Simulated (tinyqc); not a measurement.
## Frequency dispersion of an accumulation capacitance by border traps, distributed model: effect of the density of border traps

Traps spread evenly through the insulator exchange electrons with the semiconductor by tunnelling, with tau(x) = t0 exp(2 ka x) at depth x from the interface. The admittance per area Y seen at depth x obeys dY/dx = -Y^2/(i w eps0 eox) + q Nb ln(1 + i w tau)/tau, with Y(0) = i w Cs and w = 2 pi f; the gate sees Y(tox) = G + i w C. Working variable y = Y/(i w), in uF/cm^2. Cox = eps0 eox/tox.

Cox; trap-free value 1/(1/Cox + 1/Cs); response depth d = ln(1/(w t0))/(2 ka), where w tau = 1; lumped estimate: all traps within d act as C_bt = q Nb d placed at d/2, so C = 1/{1/[1/(1/Cs + d/(2 eps0 eox)) + C_bt] + (tox - d/2)/(eps0 eox)}. C and G from a fine integration; dispersion -d C/d log10 f over C, from f times and over 1.1. For a broad spread of time constants G/w is close to -(pi/2) dC/d ln w.

Inputs (values chosen for the exercise); permittivity close to that of aluminium oxide:
```
symbol  value     unit                                               meaning
eox       8.7                         relative permittivity of the insulator
tox       7.7       nm                                   insulator thickness
Cs        6.3  uF/cm^2             semiconductor capacitance in accumulation
ka        4.9     1/nm  decay constant of the wave function in the insulator
t0      3e-11        s              time constant of a trap at the interface
f       10000       Hz                                             frequency
```

Constants: q = 1.602176634e-19 C, eps0 = 8.8541878128e-14 F/cm where lengths are in cm. Results are converted to the units shown.

The same in every row: d (nm) = 1.345; trap-free C (uF/cm^2) = 0.8633.

Result of one run:

| C (uF/cm^2) | G/w (uF/cm^2) | dispersion (% a decade) | -(pi/2) dC/d ln w (uF/cm^2) | lumped C (uF/cm^2) |
|---|---|---|---|---|
| 0.8656 | 4.565e-4 | 0.07713 | 4.554e-4 | 0.8652 |

Which density of border traps Nb gave this result: 2e18, 1e19, 2e20 or 4e20 cm^-3 eV^-1?

Nb = 2e18 cm^-3 eV^-1.

The whole series:

| Nb (cm^-3 eV^-1) | C (uF/cm^2) | G/w (uF/cm^2) | dispersion (% a decade) | -(pi/2) dC/d ln w (uF/cm^2) | lumped C (uF/cm^2) |
|---|---|---|---|---|---|
| 1e18 | 0.8645 | 2.297e-4 | 0.03885 | 2.291e-4 | 0.8643 |
| 2e18 | 0.8656 | 4.565e-4 | 0.07713 | 4.554e-4 | 0.8652 |
| 6e18 | 0.8702 | 0.001336 | 0.2247 | 0.001334 | 0.8690 |
| 1e19 | 0.8745 | 0.002174 | 0.3638 | 0.002170 | 0.8727 |
| 3e19 | 0.8947 | 0.005820 | 0.9524 | 0.005813 | 0.8892 |
| 7e19 | 0.9280 | 0.01109 | 1.751 | 0.01108 | 0.9160 |
| 2e20 | 0.9972 | 0.01927 | 2.832 | 0.01927 | 0.9693 |
| 4e20 | 1.052 | 0.02338 | 3.254 | 0.02336 | 1.009 |

As Nb goes from 1e18 to 4e20, C rises from 0.864 to 1.05 uF/cm^2, the dispersion rises from 0.0389 to 3.25 % a decade and G/w rises from 2.30e-4 to 0.0234 uF/cm^2. The lumped estimate is 0.022 % below C in the first row and 4.1 % below it in the last. The dispersion goes as Nb^(0.99) between the first two rows and Nb^(0.20) between the last two: dense traps near the interface screen those behind them.

Numbers from tinyqc (`OMP_NUM_THREADS=1 python tinyqc.py 2202008 2202009 out.jsonl`; about 0.6 s on one thread of a shared Intel Xeon 2.30GHz).
